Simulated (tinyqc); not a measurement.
# Worked calculation: a double barrier with mass mismatch, transfer matrices

Computed by the program tinyqc: `OMP_NUM_THREADS=1 python tinyqc.py 2560019 2560020 out.jsonl`, one thread of a shared Intel Xeon 2.30GHz, about 0.06 s for the whole run. Printed values are rounded.

One electron of energy E comes from the left lead (band edge 0); no transverse momentum. Parabolic bands, masses in units of m0, C = hbar^2/(2 m0); psi and psi'/m are continuous at every interface. Barrier d1, well Lw, barrier d2; the right lead equals the left one.

Inputs (values chosen for the exercise); masses and offsets of a made-up heterostructure:

| symbol | value | unit | meaning |
|---|---|---|---|
| mL | 0.053 | m0 | mass in the left lead |
| U1 | 0.67 | eV | barrier height |
| m1 | 0.062 | m0 | barrier mass |
| d1 | 2.6 | nm | width of the first barrier |
| Lw | 4.3 | nm | well width (edge 0, mass mL) |
| d2 | 1.9 | nm | width of the second barrier |
| E | 0.078 | eV | electron energy |

Constants: q = 1.602176634e-19 C, hbar = 1.054571817e-34 J s, m0 = 9.1093837015e-31 kg, hbar^2/(2 m0) = 0.0380998212 eV nm^2. Results are converted to the units shown.

Range of the model: Masses are held fixed, although real bands cease to be parabolic a few tenths of an eV from their edges (inside a barrier too).

## Wave numbers

k = sqrt(m (E - U)/C) where E > U, K = sqrt(m (U - E)/C) where E < U; v = k/m in the leads.

Layers:
```
,U (eV),m (m0),d (nm),k or K (1/nm),which
1,0.67,0.062,2.6,0.9815111,K
2,0,0.053,4.3,0.3294001,k
3,0.67,0.062,1.9,0.9815111,K
```

vL = 6.215097 1/nm
vR = 6.215097 1/nm

## Matrices of the layers

For the pair (psi, psi'/m) a flat layer has M = [[cos kd, (m/k) sin kd], [-(k/m) sin kd, cos kd]] with k = sqrt(m (E - U)/C) above its edge U, and M = [[cosh Kd, (m/K) sinh Kd], [(K/m) sinh Kd, cosh Kd]] with K = sqrt(m (U - E)/C) below it. M12 is in nm, M21 in 1/nm.

M of layer 1:
```
,1,2
1,6.454882,0.4028186
2,100.9524,6.454882
```

M of layer 2:
```
,1,2
1,0.1537633,0.1589851
2,-6.141185,0.1537633
```

M of layer 3:
```
,1,2
1,3.305010,0.1989848
2,49.86859,3.305010
```

## Product of the matrices

The matrix of the later layer stands to the left: M = M_n ... M_2 M_1; det M = 1.

M:
```
,1,2
1,51.52638,3.301660
2,770.1730,49.36985
```

## Transmission and reflection

The matrix M carries (psi, psi'/m) across the stack, and v = k/m in each lead. psi = 1 + r at the left edge (incident amplitude 1) and t at the right edge. With det M = 1, a = i vR M11 - M21 and b = -vL vR M12 - i vL M22: t = 2 i vL/(a - b), r = -(a + b)/(a - b), T(E) = (vR/vL) |t|^2, R(E) = |r|^2.

t = (9.668316-9.908198i) x 1e-3
r = -0.7259942-0.6875614i
T(E) = 1.916487e-4
R(E) = 0.9998084

T(E) + R(E) = 1: the current is conserved.
